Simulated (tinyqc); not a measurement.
Lossy on-chip transmission line with skin effect: one step of the calculation.

A uniform line in a homogeneous dielectric: c = sqrt(er)/(c0 Z0), l = Z0 sqrt(er)/c0 (c0 = 299792458 m/s), g = w c td, w = 2 pi f. The resistance joins its limits as r = sqrt(r_dc^2 + r_hf^2), with r_dc = rho/(wd th), r_hf = kr rho/(2 delta (wd + th)), delta = sqrt(rho/(pi f mu0)), mu0 = 4 pi 1e-7 H/m; this is an interpolation, and internal inductance, up to 0.05 nH/mm at low frequency, is neglected.

Question. Reflection, input impedance and transfer. ZL = 1/(1/RL + i w CL); reflection (ZL - Zc)/(ZL + Zc); Zin = Zc (ZL + Zc tanh(gamma len))/(Zc + ZL tanh(gamma len)); H = V_load/V_source = [Zin/(Zin + Rg)]/[cosh(gamma len) + (Zc/ZL) sinh(gamma len)].

Parameters, values chosen for the exercise:
- Rg = 50 ohm (source resistance)
- RL = 1000 ohm (load resistance)
- CL = 20 fF (load capacitance)
- f = 1.7 GHz (frequency)

gamma len = 0.25258322+0.38203514i
Zc = 79.973113-52.874368i ohm

Give: ZL; reflection at the load; Zin; H; |H|.

Answer.

ZL = 956.4-204.3i ohm
reflection at the load = 0.8308+0.0600i
Zin = 54.0-189.7i ohm
H = 0.8572-0.3092i
|H| = -0.8072 dB

Computed by the program tinyqc: `OMP_NUM_THREADS=1 python tinyqc.py 2810206 2810207 out.jsonl`, one thread of a shared Intel Xeon 2.30GHz, about 0.01 s for the whole run.
